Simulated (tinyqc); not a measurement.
From peak field F_m back to junction depth x_j: lateral field, substrate current, probability of reaching the oxide barrier and hot-carrier lifetime of a silicon transistor (pseudo-two-dimensional and lucky-electron models). Computed by tinyqc, a small Python program. Command: `OMP_NUM_THREADS=1 python tinyqc.py 3011876 3011877 out.jsonl hotcar inv`. One thread of a shared host (Intel(R) Xeon(R) Processor @ 2.30GHz), about 0.01 s of CPU time with the checks.

Local-field models: a lucky carrier gains its energy at the peak field over a path free of collisions. Voltages are magnitudes.

Inputs (values chosen for the exercise, modelled on a silicon p-channel): channel length L = 280 nm; oxide thickness t = 8 nm; mobility mu = 140 cm^2/(V s); saturation velocity v_s = 0.74 1e7 cm/s; threshold voltage V_T = 0.66 V; gate voltage V_G = 1.8 V; drain voltage V_D = 4.9 V; ionisation prefactor A_i = 6.8e+06 1/cm; ionisation field B_i = 3.84 MV/cm; hot-carrier mean free path lambda = 4.9 nm; oxide barrier phi_b = 4.6 eV; interface-trap threshold phi_it = 4.6 eV; lifetime constant H = 500 s microampere/micrometre; length of the depleted extension L_n = 16 nm.

Drain: lightly doped extension.

Constants: eps_0 = 8.8541878128e-12 F/m.

Method. C_ox = 3.9 eps_0/t; F_sat = 2 v_s/mu; V_Dsat = V_ov F_sat L/(V_ov + F_sat L), V_ov = V_G - V_T; I_D/W = C_ox v_s (V_ov - V_Dsat). Scale length l = 0.22 t^(1/3) x_j^(1/2) (all in cm); F_m = sqrt(((V_D - V_Dsat)/l_e)^2 + F_sat^2), with l_e = l + L_n; length of the velocity-saturated region l_e ln((V_D - V_Dsat)/(l_e F_sat) + F_m/F_sat).

Question. A run gave the result below. Find the junction depth x_j, known to lie between 55 and 140 nm.

peak field F_m = 522.3982 kV/cm

Answer.

Each step takes the trial c = (a f_b - b f_a)/(f_b - f_a), f being the result less the target and a, b, c the logarithms of the listed values; c replaces end b, the old b replaces a if the sign of f changed, and otherwise f_a is halved.

Scan of the range:
```
junction depth x_j (nm)  peak field F_m (kV/cm)
55.0                                    646.761
64.3                                    610.655
75.1                                    576.278
87.7                                    543.451
103.0                                   511.022
120.0                                   481.725
140.0                                   453.645
```

False position (Illinois rule, in the logarithm of the input) inside the bracket:
```
step    end a    end b    trial  peak field F_m (kV/cm)
1     87.7000  103.000  97.3505                 522.212
2     87.7000   97.350  97.1741                 522.575
3     97.3505   97.174  97.2600                 522.398
4     97.1741   97.260  97.2600                 522.398
```

Peak field F_m falls at every point of a 13-point scan of the range (every second point is shown), so one value fits; it is bracketed by 87.7 and 103. Answer: junction depth x_j = 97.26 nm.

Caution: the empirical formula for l was fitted to oxides of about 15 nm or more; for thinner ones it is an extrapolation. Caution: the saturated region fills most of the channel, so the split into two regions is rough.
